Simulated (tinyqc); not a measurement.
AlGaN/GaN HEMT with access regions, lumped model: two steps of the calculation.

A polarisation-induced electron sheet under a Schottky gate, in series with two ungated access regions and contacts. Drift law v = mu E/(1 + mu E/vs) under the gate. Currents in mA/mm, resistances in ohm mm. No self-heating, no channel-length modulation; fits for polarisation, barrier and offset are chosen for the exercise.

Parameters, values chosen for the exercise; values close to those of AlGaN/GaN structures:
```
symbol  value        unit                                               meaning
x        0.32                                    aluminium share of the barrier
d          20          nm                                     barrier thickness
eps_r     9.4                      relative permittivity of barrier and channel
mu       1500  cm^2/(V s)                                      channel mobility
vs      1.3e7        cm/s                                   saturation velocity
Lg       0.15          um                                           gate length
Ls        1.5          um                                  source access length
Ld         16          um                                   drain access length
Rc       0.31      ohm mm                            resistance of each contact
ft          0              share of the drain-access electrons removed by traps
Vg        0.5           V                                          gate voltage
Ec        2.7       MV/cm                                        critical field
te       0.44          um          depth over which the depleted charge spreads
tf        300          nm                       insulator under the field plate
ei        3.9                           relative permittivity of that insulator
```

Constants: q = 1.602176634e-19 C, eps0 = 8.8541878128e-14 F/cm where lengths are in cm. Results are converted to the units shown.

Question 1. Polarisation charge, threshold and sheet resistance. sigma = (5e13 x + 1.6e13 x^2) cm^-2, phiB = 0.84 + 1.3 x, dEc = 0.7 (1.71 x + x^2) in volts, Cb = eps0 eps_r/d, VT = phiB - dEc - q sigma/Cb, access density n0 = -Cb VT/q. Rsh = 1/(q mu n0); largest access current q n0 vs.

Give: sigma; Cb; VT; n0; Rsh; q n0 vs.

Answer 1.

sigma = 1.764e13 cm^-2
Cb = 0.4161 uF/cm^2
VT = -5.990 V
n0 = 1.556e13 cm^-2
Rsh = 267.5 ohm
q n0 vs = 3240 mA/mm

Question 2. On-resistance and breakdown. Ron = 2 Rc + Ls/(q mu n0) + Ld/(q mu (1 - ft) n0) + Lg/(mu Cb (Vg - VT)). Off state: a depleted stretch that holds the voltage V has the peak field sqrt(k V), k = 2 q n0/(eps0 eps_r te), so one edge holds V1 = Ec^2/k. The sheet under the plate pinches off at Vf = q n0 (1/Cb + tf/(eps0 ei)); beyond it the gate edge is screened. BV = V1 if Vf >= V1, else Vf + V1, and at most Ec Ld. Specific resistance Ron (Ls + Lg + Ld); figure of merit BV^2 over it.

Give: Ron; Vf; V1; BV; specific resistance; figure of merit.

Answer 2.

Ron = 5.338 ohm mm
Vf = 222.5 V
V1 = 53.55 V
BV = 53.55 V
specific resistance = 0.9421 mohm cm^2
figure of merit = 3.044 MW/cm^2

The plate pinches off too late to screen the gate edge, so it adds nothing.

Program tinyqc, `OMP_NUM_THREADS=1 python tinyqc.py 2570057 2570058 out.jsonl`; Intel Xeon 2.30GHz, shared host, one thread, about 0.03 s.
